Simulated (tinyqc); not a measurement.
Specific resistance of a metal-semiconductor contact and its transmission-line measurement: one step, computed by the program tinyqc.

The barrier is parabolic (depletion approximation), energies E are normal energies counted from the band edge in the neutral semiconductor (downwards for holes), and the bias is zero. xi is an input, held fixed when other inputs move.

Task: Transmission and supply. WKB transmission for E < E_b, with a = E/E_b: D = exp{-(E_b/E_00) [sqrt(1 - a) - a ln((1 + sqrt(1 - a))/sqrt(a))]}; D = 1 above. f = 1/(1 + exp((E - xi)/k_B T)).

Inputs (values chosen for the exercise, modelled on n-type In0.53Ga0.47As): Fermi level above the band edge in the bulk, xi = 0.0065 eV; temperature T = 500 K.

Image-force lowering: left out.

barrier used, above the bulk band edge = 0.2165 eV

E_00 = 20.03779 meV

Constants: k_B = 8.617333262e-05 eV/K.

Give: E, D, f and D f at E/E_b = 0.05, 0.15, 0.3, 0.45, 0.6, 0.75, 0.9, 0.98.

Result:

E, D, f and D f at E/E_b = 0.05, 0.15, 0.3, 0.45, 0.6, 0.75, 0.9, 0.98:

| E/E_b | E (eV) | D | f | D f |
|---|---|---|---|---|
| 0.05 | 0.010825 | 8.66e-05 | 0.475 | 0.0000 |
| 0.15 | 0.032475 | 6.33e-04 | 0.354 | 0.0002 |
| 0.30 | 0.064950 | 5.99e-03 | 0.205 | 0.0012 |
| 0.45 | 0.097425 | 3.42e-02 | 0.108 | 0.0037 |
| 0.60 | 0.129900 | 1.35e-01 | 0.054 | 0.0073 |
| 0.75 | 0.162375 | 3.86e-01 | 0.026 | 0.0101 |
| 0.90 | 0.194850 | 7.93e-01 | 0.012 | 0.0099 |
| 0.98 | 0.212170 | 9.80e-01 | 0.008 | 0.0082 |
